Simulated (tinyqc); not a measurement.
# An infinitely deep well in a field (quantum-confined Stark shift), Airy functions: two studies

Hard walls at x = -L/2 and +L/2; between them U(x) = -F x (eV, zero at the centre). C = hbar^2/(2 m0), e = (C F^2/m1)^(1/3), z1 = (F L/2 - E)/e at the left wall and z2 = (-F L/2 - E)/e at the right wall. Levels are the roots of D(E) = Ai(z1) Bi(z2) - Ai(z2) Bi(z1).

Parameters, values chosen for the exercise: mass m1 = 0.48 m0; well width L = 7.3 nm; field F = 0.0037 V/nm.

Constants: q = 1.602176634e-19 C, hbar = 1.054571817e-34 J s, m0 = 9.1093837015e-31 kg, hbar^2/(2 m0) = 0.0380998212 eV nm^2. Results are converted to the units shown.

Each table varies one quantity; the others keep the values above.

## The Stark shift against field

Exact shifts E_n(F) - E_n(0) from the roots of D; <x> = -dE_1/dF. E_n(0) = C (n pi/L)^2/m1; second-order shift m1 F^2 L^4 (1 - 15/(pi n)^2)/(48 C pi^2 n^2).

Results:

| F (V/nm) | F L/E_1(0) | shift of level 1 (meV) | second order, 1 (meV) | shift of level 2 (meV) | second order, 2 (meV) | <x> of level 1 (nm) |
|---|---|---|---|---|---|---|
| 0.0027 | 1.341 | -0.2852 | -0.2862 | 0.08437 | 0.08534 | 0.2105 |
| 0.0035 | 1.738 | -0.4781 | -0.4809 | 0.1407 | 0.1434 | 0.2716 |
| 0.0045 | 2.235 | -0.7873 | -0.7950 | 0.2297 | 0.2371 | 0.3466 |
| 0.0058 | 2.880 | -1.300 | -1.321 | 0.3737 | 0.3938 | 0.4413 |
| 0.0097 | 4.817 | -3.541 | -3.694 | 0.9546 | 1.101 | 0.7017 |
| 0.013 | 6.456 | -6.176 | -6.634 | 1.539 | 1.978 | 0.8905 |
| 0.016 | 7.945 | -9.074 | -10.05 | 2.065 | 2.997 | 1.038 |
| 0.021 | 10.43 | -14.78 | -17.31 | 2.773 | 5.163 | 1.238 |
| 0.027 | 13.41 | -22.79 | -28.62 | 3.111 | 8.534 | 1.422 |

Estimate the missing row, F = 0.0075 V/nm.

Computed row:

| F (V/nm) | F L/E_1(0) | shift of level 1 (meV) | second order, 1 (meV) | shift of level 2 (meV) | second order, 2 (meV) | <x> of level 1 (nm) |
|---|---|---|---|---|---|---|
| 0.0075 | 3.724 | -2.152 | -2.208 | 0.6038 | 0.6585 | 0.5595 |

With this row back in the table: The shift of level 1 falls from -0.285 to -22.8 meV, as F^(1.99) between the first two rows and F^(1.72) between the last two (second order: power 2). Second order is 0.35 % above it in size in the first row and 26 % above it in the last. The shift of level 2 rises from 0.0844 to 3.11 meV.

## The Stark shift against well width

Same model as above.

Results:

| L (nm) | F L/E_1(0) | shift of level 1 (meV) | second order, 1 (meV) | shift of level 2 (meV) | second order, 2 (meV) | <x> of level 1 (nm) |
|---|---|---|---|---|---|---|
| 4.6 | 0.4597 | -0.08470 | -0.08474 | 0.02523 | 0.02527 | 0.04576 |
| 5.5 | 0.7858 | -0.1730 | -0.1732 | 0.05144 | 0.05164 | 0.09338 |
| 6.4 | 1.238 | -0.3166 | -0.3175 | 0.09376 | 0.09468 | 0.1706 |
| 8.3 | 2.701 | -0.8857 | -0.8981 | 0.2558 | 0.2678 | 0.4722 |
| 9.2 | 3.678 | -1.322 | -1.356 | 0.3715 | 0.4043 | 0.6972 |
| 10.1 | 4.866 | -1.886 | -1.969 | 0.5075 | 0.5873 | 0.9793 |
| 11 | 6.286 | -2.588 | -2.771 | 0.6507 | 0.8263 | 1.315 |

Estimate the missing row, L = 7.4 nm.

Computed row:

| L (nm) | F L/E_1(0) | shift of level 1 (meV) | second order, 1 (meV) | shift of level 2 (meV) | second order, 2 (meV) | <x> of level 1 (nm) |
|---|---|---|---|---|---|---|
| 7.4 | 1.914 | -0.5635 | -0.5675 | 0.1653 | 0.1692 | 0.3024 |

With this row back in the table: The shift of level 1 falls from -0.0847 to -2.59 meV, as L^(4.00) between the first two rows and L^(3.70) between the last two (second order: power 4). Second order is 0.042 % above it in size in the first row and 7.1 % above it in the last. The shift of level 2 rises from 0.0252 to 0.651 meV.

Numbers from tinyqc (`OMP_NUM_THREADS=1 python tinyqc.py 2580037 2580038 out.jsonl`; about 0.02 s on one thread of a shared Intel Xeon 2.30GHz).
